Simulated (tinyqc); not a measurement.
Length of a polyene: Hueckel, PPP and singles CI along the polyenes. Computed by the program tinyqc. Hueckel uses the same beta without repulsion; CIS keeps all single excitations and so misses the low, doubly excited 2Ag state. W is the valence ionisation energy of a centre, MN the Mataga-Nishimoto formula, f the oscillator strength.

All-trans chains of carbon centres 1.40 angstrom apart:
```
parameter                               value
beta (eV), times 1 +/- alternation  -2.230000
alternation                          0.140000
W (eV)                              11.160000
gamma_rr (eV)                        9.770000
repulsion formula                        Ohno
```

Gaps and excitations (eV):
```
centres  Hueckel gap  PPP orbital gap  bright singlet (CIS)      f  lowest triplet (CIS)
2              5.084           12.168                 6.428  0.551                 3.741
4              3.516            9.977                 5.181  0.993                 2.876
6              2.799            8.897                 4.469  1.368                 2.469
8              2.396            8.274                 4.024  1.705                 2.257
10             2.141            7.881                 3.728  2.019                 2.135
12             1.966            7.616                 3.521  2.319                 2.060
```

What does the comparison show, and why?

The Hueckel gap tends to 4 x alternation x |beta| = 1.25 eV for long chains. Exchange opens the PPP orbital gap, and the attraction of electron and hole brings the bright state 4.09 eV below it at 12 centres; the triplet lies 1.46 eV lower still.
